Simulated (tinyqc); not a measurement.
From results back to parameters: Wannier exciton and Elliott formula. Three cases, with inputs chosen for the exercise.

Problem. Bulk exciton lines lie at Eg - Ry*/n^2 with Ry* = Ry mu/eps^2. Lines n = 1 and 2 were computed from hidden Eg and mu.

Constants: Ry = 13.60569312 eV; a0 (Bohr radius) = 0.5291772105 angstrom.
Find: Ry*; Eg; mu; a* = a0 eps/mu.

Method. The spacing is Ry* (1/1 - 1/4).

Case 1.

Values chosen (out of a larger set: near those of GaAs; not measured data): eps = 12.7 (dielectric constant).

lines (eV): 1.503010  1.506002

Solution.

Ry* = 3.99 meV
Eg = 1.5070 eV
mu = 0.047 m0
a* = a0 eps/mu = 142 angstrom

Case 2.

Values chosen (out of a larger set: near those of CdTe; not measured data): eps = 10.3 (dielectric constant).

lines (eV): 1.632543  1.639636

Solution.

Ry* = 9.46 meV
Eg = 1.6420 eV
mu = 0.074 m0
a* = a0 eps/mu = 74 angstrom

Case 3.

Values chosen (out of a larger set: near those of InGaAs; not measured data): eps = 13.9 (dielectric constant).

lines (eV): 0.794988  0.796497

Solution.

Ry* = 2.01 meV
Eg = 0.7970 eV
mu = 0.029 m0
a* = a0 eps/mu = 257 angstrom

Computed by tinyqc, one run a case: `OMP_NUM_THREADS=1 python tinyqc.py N N+1 out.jsonl` with N = 1280247, 1280514, 1280619; one thread of a shared Intel(R) Xeon(R) Processor @ 2.30GHz, about 0.02 s a run at most.
